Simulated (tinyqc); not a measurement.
Oxide trap near a transistor channel: two-state multiphonon kinetics, telegraph noise and bias instability: one step, computed by the program tinyqc.

An n-channel device under positive gate bias. The trap is empty (state 1) or holds an electron (state 2); both states are parabolas of equal curvature, and the electron reservoir is taken at the Fermi level of the channel.

Problem. Many traps: 1/f noise. McWhorter number fluctuations for traps uniform in depth and energy: S_V = e^2 k_B T N_t lambda/(W L C_ox^2 f), C_ox = eps_ox eps_0/t_ox. The number of traps within k_B T in energy and one decade in time is N_t k_B T lambda ln(10) W L.

Inputs (values chosen for the exercise, with an insulator like Si3N4 on silicon):
```
quantity                     value         unit
insulator constant eps_ox     7.11            -
insulator thickness t_ox       2.6           nm
temperature T                  300            K
channel width W                 21           nm
channel length L                76           nm
frequency f                     20           Hz
trap density N_t           1.5e+18  cm^-3 eV^-1
```

Parts treated: one trap and an ensemble.

attenuation length lambda = 0.1072547 nm

Constants: eps_0 = 8.8541878128e-12 F/m; e = 1.602176634e-19 C; k_B = 8.617333262e-05 eV/K.

Give: C_ox; 1/f noise S_V(f); active traps per decade.

Solution.

C_ox = 2.421 microF/cm^2

1/f noise S_V(f) = 5.705e-09 V^2/Hz

active traps per decade = 0.01528

With less than one active trap per decade a single device shows separate Lorentzians; 1/f is only the average over many devices. Caution: N_t k_B T lambda ln(10) W L, the number of active traps per decade, is below one, so S_V is only the mean over many devices.
